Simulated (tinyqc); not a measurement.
Worked calculation: G0W0 on RHF in the 6-31g basis, for H2, spin multiplicity 1. One step of it, computed by the program tinyqc.

Question. Screening: direct RPA. With D = e_a - e_i and K = (ia|jb): diagonalise D^(1/2) (D + 4K) D^(1/2) = Z w^2 Z^T; X + Y = D^(1/2) Z w^(-1/2), each column of Z with its largest component positive (the first on a tie); E_c = (sum w - tr (D + 2K)) / 2.

orbital energies (hartree): [-0.548995, 0.192114, 0.859581, 1.226408]

Two-electron integrals over orbitals (pq|rs), unique and non-zero (hartree):
```
(11|11) 0.593685    (21|21) 0.097985    (22|11) 0.438625    (22|22) 0.395229
(31|11) 0.145667    (31|22) 0.061921    (31|31) 0.099775    (32|21) -0.002075
(32|32) 0.034801    (33|11) 0.513667    (33|22) 0.393955    (33|31) 0.119279
(33|33) 0.468834    (41|21) -0.081090   (41|32) -0.039654   (41|41) 0.119875
(42|11) -0.140398   (42|22) -0.066022   (42|31) -0.079283   (42|33) -0.111655
(42|42) 0.077750    (43|21) -0.106943   (43|32) -0.023023   (43|41) 0.125905
(43|43) 0.157199    (44|11) 0.599952    (44|22) 0.446975    (44|31) 0.181702
(44|33) 0.538904    (44|42) -0.165894   (44|44) 0.667332
```

Give: D^(1/2) (D + 4K) D^(1/2); excitation energies w; X + Y; RPA correlation energy.

Answer.

D^(1/2) (D + 4K) D^(1/2) (hartree^2), order 1>2, 1>3, 1>4:
```
[[0.840, 0.000, -0.372],
 [0.000, 2.546, 0.000],
 [-0.372, 0.000, 4.003]]
```

excitation energies w (hartree): [0.892, 1.596, 2.012]

X + Y, order 1>2, 1>3, 1>4:
```
[[0.905, 0.000, -0.070],
 [0.000, 0.940, 0.000],
 [0.163, 0.000, 0.933]]
```

RPA correlation energy = -0.03028 hartree
